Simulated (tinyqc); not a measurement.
Inside a calculation. Model: deep-level transient spectroscopy (DLTS) of one majority-carrier trap. Computed by tinyqc, a small Python program that keeps every step. Command: `OMP_NUM_THREADS=1 python tinyqc.py 3027207 3027208 out.jsonl dlts walk`. One thread of a shared host (Intel(R) Xeon(R) Processor @ 2.30GHz), about 0.06 s of CPU time with the checks. Intermediate numbers are printed to about 7 digits and carried at full precision; extremes and crossings named in words are read from the listed rows.

A filling pulse loads the traps in a one-sided junction; under reverse bias they empty at the rate e, and the capacitance relaxes as C(t) = C_0 - dC exp(-e t). The signal is S = [C(t_2) - C(t_1)]/dC.

Inputs (values chosen for the exercise, with mass and screening modelled on 4H-SiC):
```
quantity                    value   unit
density-of-states mass m    0.388    m_0
valleys M                       3      -
trap depth E_t              0.321     eV
cross-section sigma_0     1.1e-16   cm^2
degeneracy ratio g              1      -
gate time t_1              0.0003      s
ratio t_2/t_1                  10      -
temperature T                 150      K
doping N                  1.2e+16  cm^-3
trap density N_t          1.5e+13  cm^-3
dielectric constant eps      9.73      -
built-in voltage V_b         0.77      V
reverse bias V_r              2.7      V
diode area                 0.0037   cm^2
capture barrier E_b          0.19     eV
```

Carriers: electrons. Extra term: capture barrier.

Constants: k_B = 8.617333262e-05 eV/K; k_B = 1.380649e-23 J/K; m_0 = 9.1093837015e-31 kg; h = 6.62607015e-34 J s; eps_0 = 8.8541878128e-12 F/m; e = 1.602176634e-19 C.

## Emission rate at T

e = g sigma v N_b exp(-E/k_B T), v = sqrt(3 k_B T/m), N_b = 2 M (2 pi m k_B T/h^2)^(3/2), sigma = sigma_0 exp(-E_b/k_B T), E = E_t.

thermal velocity v = 1.325829e+07 cm/s

N_b = 6.432738e+18 cm^-3

sigma = 4.546463e-23 cm^2

E = 0.321 eV

emission rate e = 6.359628e-08 1/s

## Rate window and signal

S(e) = exp(-e t_1) - exp(-e t_2) peaks at the rate window e_0 = ln(t_2/t_1)/(t_2 - t_1).

rate window e_0 = 852.8093 1/s

peak height S_max = 0.6968373

signal at T = 1.717100e-10

At this T the trap empties slower than the window, by a factor 1.34e10: the point lies on the low-temperature side of the peak.

## Peak temperature and width

T_p solves e(T) = e_0 (bisection between 15 and 1500 K); the half-height points solve S = S_max/2 on either side.

peak temperature T_p = 332.9839 K

lower half-height point = 307.7467 K

upper half-height point = 358.5168 K

full width = 50.77012 K

The width is 15.2 % of T_p, and E_t is 11.2 k_B T_p.

## Peaks for six windows

t_1 is scaled by 0.1, 0.3, 1, 3, 10 and 30 at fixed t_2/t_1; each T_p by bisection.

Arrhenius data:
```
t_1 (s)  e_0 (1/s)   T_p (K)  1/(k_B T_p) (1/eV)  ln(e_0/T_p^2)
0.00003   8528.093  376.4710            30.82447      -2.810561
0.00009   2842.698  354.4598            32.73860      -3.788681
0.00030    852.809  332.9839            34.85009      -4.867652
0.00090    284.270  315.4414            36.78819      -5.858022
0.00300     85.281  298.1367            38.92348      -6.949154
0.00900     28.427  283.8586            40.88133      -7.949614
```

## Arrhenius fit

Least squares of ln(e_0/T_p^2) on 1/(k_B T_p): slope -E_a, intercept ln(gamma sigma_a) with gamma = v N_b/T^2 = sqrt(3 k_B/m) 2 M (2 pi m k_B/h^2)^(3/2). For comparison, the slope of ln e_0 alone.

apparent depth E_a = 0.5110000 eV

intercept = 12.94074

gamma = 3.790538e+21 cm^-2 s^-1 K^-2

apparent cross-section = 1.100000e-16 cm^2

slope without T^2 = 0.5670838 eV

The apparent depth is 0.5110 eV against E_t = 0.321 eV, and the apparent cross-section is 1.00 times sigma_0: the capture barrier adds to the slope, so the true depth needs a separate measurement of capture. Leaving out the T^2 factor overstates the slope by 56 meV, about 2 k_B T_p.

## Signal size and trap density

W = sqrt(2 eps eps_0 (V_b + V_r)/(e N)), C_0 = eps eps_0 area/W. The pulse goes to zero bias, W_0 = W(V_r = 0). Traps within lambda = sqrt(2 eps eps_0 (E_t - E_F)/(e^2 N)) of the depletion edge stay filled, with E_F = k_B T_p ln(N_b/N) from the band, N_b = 2 M (2 pi m k_B T_p/h^2)^(3/2) (dopants taken as fully ionised). dC = C_0 (N_t/2N) f, f = [(W - lambda)^2 - max(W_0 - lambda, 0)^2]/W^2. The simple estimate is 2 N dC/C_0.

depletion width W = 0.5576538 micrometre

C_0 = 57.16084 pF

lambda = 0.09762850 micrometre

f = 0.5928965

transient amplitude dC = 21.18154 fF

simple estimate of N_t = 8.893448e+12 cm^-3

The simple estimate finds 59 % of the traps.

Checks made by the program: the maximum of S(T) on a fine grid against T_p (relative difference below 1e-10).
